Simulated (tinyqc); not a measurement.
# MOSFET in the linear regime without short-channel effects, parameter extraction from computed curves, step by step

Computed by the program tinyqc: `OMP_NUM_THREADS=1 python tinyqc.py 2210070 2210071 out.jsonl`, one thread of a shared Intel Xeon 2.30GHz, about 0.01 s for the whole run. Printed values are rounded.

Inversion charge Q = Cox n Vt W0(exp((Vg - VT)/(n Vt))), W0 the Lambert function and n = nf; u = Q/Cox; mobility mu = mu0/(1 + th1 u + th2 u^2); channel resistance Rch = (L - dL)/(W mu Q); Id = Vd/(Rch + Rsd/W). Cox = eps0 eox/tox. Small Vd, no channel-length or drain effects.

Inputs (values chosen for the exercise); channel values of the order met in silicon transistors:
```
symbol,value,unit,meaning
T,300,K,temperature
eox,9.16,,relative permittivity of the gate insulator (close to aluminium oxide)
tox,18,nm,insulator thickness
mu0,300,cm^2/(V s),low-field mobility
th1,0.29,1/V,first mobility attenuation factor
th2,0.07,1/V^2,second mobility attenuation factor
VT,0.26,V,threshold voltage
nf,1.08,,body factor
W,1,um,gate width
L,0.25,um,drawn gate length
dL,0.014,um,drawn less effective length
Rsd,450,ohm um,source plus drain resistance
Vd,0.05,V,drain voltage
```

Constants: q = 1.602176634e-19 C, kB = 1.380649e-23 J/K, Vt = kB T/q, eps0 = 8.8541878128e-14 F/cm where lengths are in cm. Results are converted to the units shown.

## Transfer curve

Vg, point 0 to 8 (V): 0.06  0.16  0.26  0.36  0.46  0.56  0.66  0.76  0.86

u, mu, Rch and Id as defined.

```
point	u (V)	mu (cm^2/(V s))	Rch (ohm)	Id (uA)
0	2.16077e-5	299.998	8.08005e7	6.18804e-4
1	7.56253e-4	299.934	2.30912e6	0.0216490
2	0.0158347	298.623	1.10766e5	0.449576
3	0.0731198	293.663	24392.5	2.01268
4	0.152582	286.840	11967.3	4.02663
5	0.239942	279.430	7811.96	6.05183
6	0.330963	271.826	5821.97	7.97198
7	0.424044	264.187	4675.40	9.75534
8	0.518432	256.595	3937.32	11.3965
```

## Threshold and mobility at the peak transconductance

gm_i = (Id_(i+1) - Id_(i-1))/(Vg_(i+1) - Vg_(i-1)); at the point j of largest gm the tangent meets the axis at V_ext = Vg_j - Id_j/gm_j; field-effect mobility gm_j L/(W Cox Vd) with the drawn L.

gm, point 1 to 7 (uS): 2.24479  9.95517  17.8853  20.1957  19.7268  18.5175  17.1225
j = 4
V_ext = 0.260620 V
field-effect mobility = 224.108 cm^2/(V s)

V_ext is 0.62 mV above the model VT, and the mobility so found is 29 % below mu0 L/(L - dL) = 318 cm^2/(V s), the value for the drawn L; attenuation, series resistance and the slow approach of Q to a straight line all lower the peak gm.

## The Y function

Y_i = Id_i/sqrt(gm_i). For Id = beta Vd x/(1 + th x), x = Vg - VT, Y = sqrt(beta Vd) x whatever th. Slope s from points 4 and 7; VT_Y = Vg - Y/s at point 7; beta = s^2/Vd; mobility beta L/(W Cox) with the drawn L; th* = (beta Vd x/Id - 1)/x at point 7.

Y, point 1 to 7 (uA^0.5 V^0.5): 0.0144494  0.142488  0.475913  0.896007  1.36257  1.85257  2.35754
s = 4.87178 uA^0.5 V^-0.5
VT_Y = 0.276082 V
beta = 474.684 uA/V^2
mobility from Y = 263.374 cm^2/(V s)
th* = 0.366478 1/V

The mobility from Y is 17 % below mu0 L/(L - dL) = 318 cm^2/(V s), which it should reach in deep inversion when th2 = 0. th* compares with th1 + mu0 Cox Rsd/(L - dL) = 0.548 1/V, since series resistance enters like th1. The match is poor here: at these overdrives Q is not yet a straight line in Vg and th2 bends Y.
